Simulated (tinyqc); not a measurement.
Ideality, saturation current and resistance from three points.

Question. Well above the saturation current a diode obeys V = n Vt ln(I/I0) + I Rs. Find n, Rs and I0.

Values chosen for this exercise:
```
symbol  value  unit      meaning
T         300     K  temperature
```

Constants: q = 1.602176634e-19 C, kB = 1.380649e-23 J/K, Vt = kB T/q. Results are converted to the units shown.

currents (A): 1e-6  0.0009  0.006
voltages (V): 0.64537807  0.91494943  0.99289427

Solution. V is linear in the three unknowns n Vt, Rs and -n Vt ln I0, so three points give a linear system.

n = 1.53
Rs = 0.570 ohm
I0 = 8.20e-14 A

Computed by the program tinyqc: `OMP_NUM_THREADS=1 python tinyqc.py 2260136 2260137 out.jsonl`, one thread of a shared Intel Xeon 2.30GHz, about 0.01 s for the whole run.
